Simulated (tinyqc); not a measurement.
Sublattice potential against complex hopping: Haldane model. Computed by the program tinyqc. H_AA = delta - 2 t2 sum cos(k.b + phi), H_BB = -delta - 2 t2 sum cos(k.b - phi), H_AB = -t1 (1 + exp(-i k.a1) + exp(-i k.a2)), b = a1, a2 - a1, -a2, m = 3 sqrt3 t2 sin(phi); the sign of the Chern number follows the orientation k1 then k2.

Honeycomb lattice:
```
parameter     value
t1 (eV)    2.390000
t2 (eV)    0.260000
phi (rad)  0.730000
```

Gaps at the two valleys (eV) and Chern number of the lower band (12 x 12 mesh):
```
delta    gap 2|delta - m|  gap 2|delta + m|  Chern number
-1.6220            5.0459            1.4421             0
-1.1710            4.1439            0.5401             0
-0.5410            2.8839            0.7199            -1
0.0000             1.8019            1.8019            -1
0.3600             1.0819            2.5219            -1
0.6760             0.4499            3.1539            -1
1.1260             0.4501            4.0539             0
1.8020             1.8021            5.4059             0
```

What does the comparison show, and why?

Here |m| = 0.9009 eV. For |delta| < |m| the two valleys have masses of opposite sign and the Chern number is +/-1; one gap closes at |delta| = |m|, and beyond it the band is trivial.
